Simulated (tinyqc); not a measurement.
Haynes-Shockley experiment: drift, diffusion and decay of a minority-carrier pulse: one step, computed by the program tinyqc.

A thin sheet of excess carriers is made at x = 0, t = 0 in a long uniform bar; injection is low, so the pulse moves with the minority mobility.

Problem. Two distances. dn(x, t) = N0/sqrt(4 pi D t) exp(-(x - v t)^2/(4 D t) - t/tau). At fixed x the signal peaks where d ln(dn)/dt = 0: a t^2 + t/2 - x^2/(4 D) = 0 with a = v^2/(4 D) + 1/tau. Differences remove part of the bias: mu = (d2 - d)/(F (t_p2 - t_p)). The time-integrated signal is A(x) = (N0/u) exp(x (v - u)/(2 D)), u = sqrt(v^2 + 4 D/tau); the simple lifetime is tau = (t_p2 - t_p)/ln(A(d)/A(d2)).

Inputs (values chosen for the exercise, modelled on holes in n-type germanium in a lightly doped bar):

| quantity | value | unit |
|---|---|---|
| lifetime tau | 41 | microsecond |
| temperature T | 300 | K |
| field F | 8.8 | V/cm |
| distance d to the collector | 0.73 | cm |
| second distance d2 | 1.5 | cm |

drift velocity v = 16280 cm/s

D = 47.82620 cm^2/s

time of the peak t_p = 44.27375 microsecond

Give: t_p2; mobility from two distances; area ratio A(d)/A(d2); lifetime from areas.

Solution.

t_p2 = 91.16 microsecond

mobility from two distances = 1866 cm^2/(V s)

area ratio A(d)/A(d2) = 3.154

lifetime from areas = 40.82 microsecond
